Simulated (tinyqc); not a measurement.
Core-shell quantum dot (spherical envelope functions): sweeps and comparisons. A value that a table varies takes the place of the one given here.

Parabolic bands; strain and other valleys are left out. s states, u = r psi, hard wall at R + H, c = hbar^2/2m0, energies from the band edges of the core. Core: u = sin(k1 r)/k1, k1 = sqrt(m1 E/c). At R, psi and psi'/m are continuous, so u is continuous and its slope in the shell is s = u/R + (m2/m1)(u' - u/R). Shell: u(R + x) = u(R) cos(k2 x) + s sin(k2 x)/k2, k2 = sqrt(m2 (E - V)/c); for negative arguments the functions turn into sinh and cosh. A level has u(R + H) = 0.

Overlap = (integral of u_e u_h)^2 with normalised u. Coulomb integrals J_ab = (q/eps) double integral of u_a(r)^2 u_b(s)^2/max(r, s), q = e^2/(4 pi eps0), one eps everywhere. Exciton E = Eg + E_e + E_h - J_eh; first-order biexciton shift J_ee + J_hh - 2 J_eh (positive: repulsive).

Constants: hbar^2/2m0 = 3.80998211 eV angstrom^2; e^2/(4 pi eps0) = 14.39964547 eV angstrom; hc = 1239.841984 eV nm.

Inputs chosen for the exercise (near those of a ZnSe/CdS core-shell dot; the results hold for these values, not for the real material):
- R = 36 angstrom (core radius)
- Vc = -0.766 eV (conduction edge of the shell above that of the core)
- Vv = 0.539 eV (hole barrier of the shell)
- me1 = 0.155 m0 (electron, core)
- me2 = 0.211 m0 (electron, shell)
- mh1 = 0.582 m0 (hole, core)
- mh2 = 0.762 m0 (hole, shell)
- Eg = 2.714 eV (gap of the core)
- eps = 5.7 (dielectric constant)
- Hs = (2, 6, 11, 20, 25, 46, 62) angstrom (shell thicknesses)
- H = 20 angstrom (shell thickness)

## Growing the shell

All quantities anew for each H.

Results:
```
H (angstrom)  E_e (eV)  E_h (eV)  electron in core  overlap  J_eh (meV)  E (eV)  biexciton shift (meV)
2               0.1600    0.0440             0.998    0.999       116.9   2.801                    0.0
6               0.0855    0.0405             0.921    0.892       100.0   2.740                    4.4
11             -0.1433    0.0402             0.431    0.289        72.8   2.538                   32.6
20             -0.4774    0.0402             0.091    0.045        59.8   2.217                   48.3
25             -0.5636    0.0402             0.049    0.024        56.2   2.134                   52.0
46             -0.6960    0.0402             0.009    0.004        45.9   2.012                   62.1
62             -0.7256    0.0402             0.004    0.002        40.5   1.988                   67.3
```

The line moves by -813 meV: the electron gives -886, the hole -4 and the weaker attraction +76 meV. Over the last step E_e moves by -29.6 meV and E_h by 0.0 meV; the electron level lies above the shell edge Vc, so at this thickness it still spreads with the shell; whether a thicker shell brings it below Vc depends on whether the core binds a level at all. The overlap goes from 0.999 to 0.002, which scales the radiative lifetime by 558.9 if the rate is proportional to it. In the thickest shell the electron is spread so far that the attraction of the hole, taken to first order here, would pull it back and raise the overlap.

## What each parameter does

All quantities anew. Each row changes one parameter from the base and keeps the others.

Results:
```
case             E (eV)  overlap  electron in core  biexciton shift (meV)
base              2.217    0.045             0.091                   48.3
R = 39 angstrom   2.216    0.039             0.091                   45.1
H = 25 angstrom   2.134    0.024             0.049                   52.0
Vc = -0.666 eV    2.306    0.059             0.111                   47.3
Vv = 0.404 eV     2.216    0.055             0.091                   46.4
me2 = 0.264 m0    2.177    0.034             0.068                   49.5
mh1 = 0.466 m0    2.224    0.054             0.091                   45.5
eps = 6.6         2.225    0.045             0.091                   41.7
```

The largest shifts from the base row, up to three for each result and ties (the steps differ in size, so this ranks the rows, not the parameters). E (eV): Vc +0.089, H -0.083, me2 -0.040. overlap: H -0.022, Vc +0.014, me2 -0.011; unchanged at the printed digits by eps. electron in core: H -0.042, me2 -0.023, Vc +0.020; unchanged at the printed digits by R, Vv, mh1 and eps. biexciton shift (meV): eps -6.6, H +3.7, R -3.2.

Program tinyqc; command `OMP_NUM_THREADS=1 python tinyqc.py 1281191 1281192 out.jsonl`; about 0.03 s on one thread of a shared Intel(R) Xeon(R) Processor @ 2.30GHz.
